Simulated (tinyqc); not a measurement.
## Length offset and series resistance from crossing lines

Inverse problem. R_total = Rs + k (L - dL)/Vo with constant Rs, dL and k. Find k, dL and Rs.

R_total at (L, Vo) = (40, 0.4), (80, 0.4), (40, 0.74) and (80, 0.74), L in nm and Vo in V (ohm um): [457.6, 697.6, 376, 505.72973]

Solution. At each overdrive R is a straight line in L with slope k/Vo; the two lines cross at L = dL, R = Rs.

k = 2.400 ohm um V/nm
dL = 10.40 nm
Rs = 280.0 ohm um

Computed by the program tinyqc: `OMP_NUM_THREADS=1 python tinyqc.py 2282207 2282208 out.jsonl`, one thread of a shared Intel Xeon 2.30GHz, about 0.04 s for the whole run.
